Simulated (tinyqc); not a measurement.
## Pull-up strength from the switching point

Question. Transistor (EKV form, voltages against the body): I = 2 n b Vt^2 [F(vp - Vs) - F(vp - Vd)] from drain to source, F(v) = ln^2(1 + exp(v/(2 Vt))), vp = (Vg - VT + sg |Vd - Vs|)/n. n-channel bodies are at 0; for the p-channel device all voltages are counted down from Vdd. b in uA/V^2 gives I in uA. In an inverter In(Vg = Vd = VM) equals Ip at the switching point VM. Find bp and the current there.

Values chosen for this exercise: temperature T = 300 K; supply voltage Vdd = 0.8 V; slope factor n = 1.11; drain-induced barrier lowering sg = 0.102; n-channel threshold VTn = 0.42 V; p-channel threshold (magnitude) VTp = 0.34 V; gain factor of the pull-down transistor bn = 230 uA/V^2.

Constants: q = 1.602176634e-19 C, kB = 1.380649e-23 J/K, Vt = kB T/q. Results are converted to the units shown.

VM = 0.442618686 V

Answer. Ip is proportional to bp, so bp is In(VM) over the p-channel current for unit b.

bp = 300.0 uA/V^2
current at VM = 0.7160 uA

Computed by the program tinyqc: `OMP_NUM_THREADS=1 python tinyqc.py 2340083 2340084 out.jsonl`, one thread of a shared Intel Xeon 2.30GHz, about 0.03 s for the whole run.
